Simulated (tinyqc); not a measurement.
Worked calculation: straight dislocations in isotropic elasticity: fields, energies, partials, Peierls stress and walls. Computed by tinyqc, a small Python program that keeps every step. Command: `OMP_NUM_THREADS=1 python tinyqc.py 3018410 3018411 out.jsonl disloc walk`. One thread of a shared host (Intel(R) Xeon(R) Processor @ 2.30GHz), about 0.01 s of CPU time with the checks. Intermediate numbers are printed to about 6 digits and carried at full precision; extremes and crossings named in words are read from the listed rows.

The line runs along z, the glide plane is y = 0, and beta is the angle between b and the line (0 screw, 90 degrees edge): b_e = b sin(beta) along +x with the extra half plane at y > 0, b_s = b cos(beta). Stress is positive in tension.

Inputs (values chosen for the exercise, for a model fcc or diamond crystal): shear modulus G = 49.9 GPa; Poisson ratio nu = 0.208; Burgers vector b = 4.353 angstrom; stacking-fault energy gamma = 86.5 mJ/m^2; dislocation density rho = 5.7e+09 1/m^2; core radius r0/b = 0.5; misfit volume of a solute dV = 5.6 angstrom^3; temperature T = 350 K; unstable fault energy gamma_us = 1600 mJ/m^2; tilt angle theta = 2.8 degrees; source length l = 200 nm.

Character: 60-degree.

field point (x, y) (nm): [-8.6, -2.1]

Constants: 1 eV/angstrom^3 = 160.2176634 GPa; k_B = 8.617333262e-05 eV/K.

## Line energy and line tension

Energy factor K = G [cos^2(beta) + sin^2(beta)/(1 - nu)]. E = K b^2/(4 pi) ln(R/r0) with R = 1/(2 sqrt(rho)); tension T = E + d^2E/d(beta)^2 = G b^2 [1 + nu - 3 nu sin^2(beta)]/(4 pi (1 - nu)) ln(R/r0). The core energy is taken into r0.

energy factor K = 59.7288 GPa

ln(R/r0) = 10.3231

line energy E = 58.0299 eV/nm

line tension T = 45.2976 eV/nm

stored energy rho E = 0.0529953 kJ/m^3

T/E = 0.78: bowing turns parts of the line towards the cheaper screw character, so it is soft.

## Stress at a point

With D = G b_e/(2 pi (1 - nu)), S = G b_s/(2 pi), r^2 = x^2 + y^2: s_xx = -D y (3x^2 + y^2)/r^4, s_yy = D y (x^2 - y^2)/r^4, s_xy = D x (x^2 - y^2)/r^4, s_zz = nu (s_xx + s_yy), s_xz = -S y/r^2, s_yz = S x/r^2. Pressure p = -trace/3.

stress (MPa), rows x, y, z:
$$\begin{pmatrix}
292.482 & -368.138 & 46.318 \\
-368.138 & -89.894 & -189.683 \\
46.318 & -189.683 & 42.138
\end{pmatrix}$$

pressure p = -81.5755 MPa

The point lies below the glide plane, on the stretched side.

## Force on a second, equal dislocation at that point; binding of a solute

Peach-Koehler force per length on a parallel dislocation with the same b: in the glide plane F_x = s_xy b_e + s_yz b_s, normal to it F_y = -(s_xx b_e + s_xz b_s), which drives climb of the edge part or cross-slip of a screw. A solute with misfit volume dV has the energy p dV, and its dilute concentration is scaled by exp(-p dV/(k_B T)).

glide force F_x = -180.065 mN/m

normal force F_y = -120.341 mN/m

solute energy = -2.85126 meV

concentration ratio = 1.09915

Along x the second dislocation is repelled. The oversized solute is enriched here.

## Splitting into partials

Shockley partials have b_p = b/sqrt(3) at the angles beta -/+ 30 degrees; their repulsion balances the fault at d = G b_p^2/(8 pi gamma) (2 - nu)/(1 - nu) [1 - 2 nu cos(2 beta)/(2 - nu)].

partial Burgers vector b_p = 2.51321 angstrom

splitting width d = 3.66105 nm

d/b = 8.41040

Widely split: cross-slip and climb need a constriction first.

## Peierls-Nabarro core of the undissociated dislocation

Misfit energy gamma(u) = (gamma_us/2)(1 - cos(2 pi u/b)), so the largest restoring stress is tau_max = pi gamma_us/b; u(x) = b/2 + (b/pi) arctan(x/zeta), zeta = K b/(4 pi tau_max). Summing the misfit energy over atomic rows a' apart gives, for a wide core, W_P = (K b^2/pi) exp(-2 pi zeta/a') and sigma_P = (K b/a') exp(-2 pi zeta/a'); a' = b/2 for edge and 30-degree lines, b sqrt(3)/2 for screw and 60-degree lines.

tau_max = 11.5473 GPa

half width zeta = 1.79177 angstrom

row spacing a' = 3.76981 angstrom

Peierls barrier W_P = 1134.86 meV/nm

Peierls stress sigma_P = 3480.92 MPa

zeta/a' = 0.48 and sigma_P/G = 0.070: the stress falls by a factor e for each a'/(2 pi) of half width. Caution: for a core this narrow higher harmonics of the row sum matter and the wide-core formula is rough.

## Strength from dislocations

Frank-Read source, averaged over the loop: tau = G b/(2 pi l) [(1 - nu/2)/(1 - nu)] ln(l/r0). Taylor hardening: tau = 0.3 G b sqrt(rho).

Frank-Read stress = 133.429 MPa

Taylor stress = 0.491981 MPa

Of the source, forest and Peierls stresses the largest here is the Peierls stress.

## Low-angle tilt boundary

A symmetric tilt wall of edge dislocations has the spacing h = b/(2 sin(theta/2)); Read-Shockley: gamma_b = E0 theta (A - ln theta), E0 = G b/(4 pi (1 - nu)), A = 1 + ln(b/(2 pi r0)), theta in radians.

spacing h = 8.90833 nm

boundary energy = 306.519 mJ/m^2

angle of the maximum, exp(A - 1) = 18.2378 degrees

## Character of the line

E = K b^2/(4 pi) ln(R/r0); T = G b^2 [1 + nu - 3 nu sin^2(beta)]/(4 pi (1 - nu)) ln(R/r0).

From screw to edge:
```
beta (degrees)  K (GPa)  E (eV/nm)  T (eV/nm)   d (nm)
0               49.9000    48.4807    73.9453  2.51880
15              50.7779    49.3336    71.3866  2.62082
30              53.1763    51.6637    64.3960  2.89955
45              56.4525    54.8468    54.8468  3.28030
60              59.7288    58.0299    45.2976  3.66105
75              62.1272    60.3601    38.3071  3.93978
90              63.0051    61.2130    35.7484  4.04180
```

The edge costs 1/(1 - nu) = 1.263 times the screw in energy, yet its tension is only (1 - 2 nu)/(1 + nu) = 0.483 of the screw value, so loops under stress are elongated along b. The edge splits 1.60 times as widely, (2 + nu)/(2 - 3 nu), since there the larger, edge parts of the partials repel with the factor 1/(1 - nu) and the small screw parts attract, while in the screw the roles are exchanged.

Checks made by the program: zero divergence of the stress field, by differences and relative to the size of its gradient (relative difference 1e-10); splitting against the force between the two partials (relative difference below 1e-10).
